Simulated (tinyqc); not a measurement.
Ion implantation: universal nuclear stopping, Lindhard-Scharff electronic stopping and a Gaussian range profile: one step, computed by the program tinyqc.

An ion slows by elastic collisions with screened nuclei and by friction with electrons; channelling is ignored and the target is uniform.

Problem. Damage. Kinchin-Pease count with efficiency 0.8: N_d = 0.8 nu/(2 E_d), taking all of nu as damage energy (an upper estimate, as recoils also lose energy to electrons). Spread over a depth R_p + dR_p, displacements per atom = Q N_d/(N (R_p + dR_p)).

Inputs (values chosen for the exercise, modelled on nitrogen ions in copper): target density N = 84.9 1/nm^3; dose Q = 7.3e+13 1/cm^2; displacement energy E_d = 30 eV.

energy lost to nuclei nu = 18.03681 keV

projected range R_p = 32.68000 nm

straggle dR_p = 8.379743 nm

Give: displacements per ion N_d; displacements per atom.

Solution.

displacements per ion N_d = 240.5

displacements per atom = 0.05036

One displacement per atom would need a dose of 1.4e15 per cm^2 if no defects annealed. Caution: the estimates of R_p and dR_p assume mainly nuclear stopping and an ion not much lighter than the target; here they are rough, and for light ions in heavy targets the straggle can be low by a factor of two or more.
